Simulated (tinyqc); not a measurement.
Inside a calculation. Method: Pariser-Parr-Pople SCF with singles CI, for the molecule NC1=C2C=CC=C2C=C1 (SMILES; centres numbered as the heavy atoms are written). One step of it, computed by the program tinyqc.

Task: Iteration 2: orbitals and new P. Diagonalise F (the basis is taken as orthonormal) and form P = 2 sum c c over the lowest orbitals; 0.5 of the old P is kept.

F (eV):
```
            1N         2C         3C         4C         5C         6C         7C         8C
1N  -11.466111  -5.047225   0.219597   0.651390  -0.074981  -0.442678   0.053980   0.562172
2C   -5.047225  -6.987662  -4.074479  -0.353864   0.134118   0.353761   0.233096  -0.032159
3C    0.219597  -4.074479  -5.026840  -4.480567   0.580459   0.495275  -4.437391   0.169126
4C    0.651390  -0.353864  -4.480567  -4.122805  -4.901541   0.158895   0.564670   0.329796
5C   -0.074981   0.134118   0.580459  -4.901541  -4.084649  -4.825700   0.520899   0.114813
6C   -0.442678   0.353761   0.495275   0.158895  -4.825700  -3.506571  -4.518240  -0.363080
7C    0.053980   0.233096  -4.437391   0.564670   0.520899  -4.518240  -4.163825  -4.219765
8C    0.562172  -0.032159   0.169126   0.329796   0.114813  -0.363080  -4.219765  -4.014994
9C    0.155312  -4.177085   0.664935  -0.099469  -0.250611   0.257025   0.525876  -5.244818

           9C
1N   0.155312
2C  -4.177085
3C   0.664935
4C  -0.099469
5C  -0.250611
6C   0.257025
7C   0.525876
8C  -5.244818
9C  -6.079062
```

pi electrons, sum of z_r less the charge = 10

P after iteration 1:
```
           1N         2C         3C         4C         5C         6C         7C         8C
1N   1.307700   0.677654  -0.082333  -0.318776   0.049381   0.298576  -0.028234  -0.294044
2C   0.677654   0.998252   0.446103   0.145496  -0.072404  -0.183197  -0.084460   0.011653
3C  -0.082333   0.446103   1.201670   0.553316  -0.210267  -0.179458   0.542062  -0.061273
4C  -0.318776   0.145496   0.553316   1.047539   0.664872  -0.057574  -0.204575  -0.170711
5C   0.049381  -0.072404  -0.210267   0.664872   1.149028   0.645018  -0.188758  -0.061975
6C   0.298576  -0.183197  -0.179458  -0.057574   0.645018   1.006710   0.563624   0.149285
7C  -0.028234  -0.084460   0.542062  -0.204575  -0.188758   0.563624   1.165835   0.484289
8C  -0.294044   0.011653  -0.061273  -0.170711  -0.061975   0.149285   0.484289   0.914260
9C  -0.058232   0.473253  -0.240953   0.053692   0.156584  -0.138756  -0.190495   0.755747

           9C
1N  -0.058232
2C   0.473253
3C  -0.240953
4C   0.053692
5C   0.156584
6C  -0.138756
7C  -0.190495
8C   0.755747
9C   1.209007
```

Give: orbital energies; P after iteration 2.

Result:

orbital energies (eV): -16.0530  -13.0366  -11.1559  -9.0435  -8.3585  -2.6975  2.1789  4.0119  4.7016

P after iteration 2:
```
         1N       2C       3C       4C       5C       6C       7C       8C
1N   1.4747   0.6288  -0.1225  -0.3014   0.0555   0.2836  -0.0061  -0.2525
2C   0.6288   0.9642   0.4670   0.2016  -0.0783  -0.2346  -0.0897   0.0494
3C  -0.1225   0.4670   1.2101   0.5372  -0.2099  -0.1721   0.5362  -0.0693
4C  -0.3014   0.2016   0.5372   0.9937   0.6729  -0.0023  -0.2095  -0.2118
5C   0.0555  -0.0783  -0.2099   0.6729   1.1463   0.6416  -0.1834  -0.0599
6C   0.2836  -0.2346  -0.1721  -0.0023   0.6416   0.9467   0.5639   0.2021
7C  -0.0061  -0.0897   0.5362  -0.2095  -0.1834   0.5639   1.1681   0.4892
8C  -0.2525   0.0494  -0.0693  -0.2118  -0.0599   0.2021   0.4892   0.8621
9C  -0.1065   0.4860  -0.2408   0.0451   0.1463  -0.1259  -0.1955   0.7416

         9C
1N  -0.1065
2C   0.4860
3C  -0.2408
4C   0.0451
5C   0.1463
6C  -0.1259
7C  -0.1955
8C   0.7416
9C   1.2341
```
